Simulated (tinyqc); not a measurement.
MOS capacitor on a p-type substrate, surface potential from the exact charge relation: one step of the calculation.

Uniform p-type substrate, Boltzmann statistics, full ionisation, classical densities. psi is the surface potential against the body (positive when the bands bend down) and u = psi/Vt. Traps are spread evenly over the gap and neutral at flat band, so their charge is -q Dit psi; the minority quasi-Fermi level is shifted by Vb.

Task. Charges, field and capacitances at the solution. ni = sqrt(Nc Nv) exp(-Eg/(2 Vt)), Eg in volts; phiF = Vt ln(N/ni); Cox = eps0 eox/tox; Vfb = phiM - chi - (Eg - Vt ln(Nv/N)) - q Nf/Cox; Q0 = sqrt(2 eps0 eps_r q N Vt); r = (ni/N)^2 exp(-Vb/Vt); VT = Vfb + [(2 phiF + Vb)(1 + q Dit/Cox) + sqrt(2 eps0 eps_r q N (2 phiF + Vb))/Cox].

u = psi/Vt; F^2 = exp(-u) + u - 1 + r (exp(u) - u - 1); Qs = -sign(u) Q0 F; Cs = -dQs/dpsi = (Q0/Vt) |1 - exp(-u) + r (exp(u) - 1)|/(2 F). Low frequency: 1/C_LF = 1/Cox + 1/(Cs + q Dit). High frequency, in the simple estimate in which traps and minority carriers do not follow: 1/C_HF = 1/Cox + 1/Cd, Cd being Cs with r = 0 at the same psi. Minority sheet density N_inv = (Q0/(2 q)) int_0^u r (exp(t) - 1)/F(t) dt for u > 0. Oxide field |Qs - q Dit psi + q Nf|/(eps0 eox).

Parameters, values chosen for the exercise; band and dielectric values close to those of gallium arsenide: temperature T = 293 K; band gap Eg = 1.44 eV; relative permittivity eps_r = 13; conduction-band density of states at T Nc = 4.18e17 cm^-3; valence-band density of states at T Nv = 8.63e18 cm^-3; acceptor density of the substrate N = 1.4e15 cm^-3; relative permittivity of the gate insulator (close to silicon dioxide) eox = 3.9; insulator thickness tox = 3.9 nm; fixed charge at the interface, in units of q Nf = 0 cm^-2; density of interface traps Dit = 0 cm^-2 eV^-1; reverse bias of the inversion layer against the body Vb = 0 V.

Constants: q = 1.602176634e-19 C, kB = 1.380649e-23 J/K, Vt = kB T/q, eps0 = 8.8541878128e-14 F/cm where lengths are in cm. Results are converted to the units shown.

converged psi = 0.28654680 V

Give: Qs; N_inv; oxide field; Cs; C_LF/Cox; C_HF/Cox.

Result.

Qs = -11.616 nC/cm^2
N_inv = 9.8560e-5 cm^-2
oxide field = 0.033638 MV/cm
Cs = 0.022227 uF/cm^2
C_LF/Cox = 0.024488
C_HF/Cox = 0.024488

The surface is in depletion (borders at |psi| = 0, phiF + Vb and 2 phiF + Vb = 1.08 V).

tinyqc, about 0.01 s, one thread, Intel Xeon 2.30GHz (shared host): `OMP_NUM_THREADS=1 python tinyqc.py 2060130 2060131 out.jsonl`
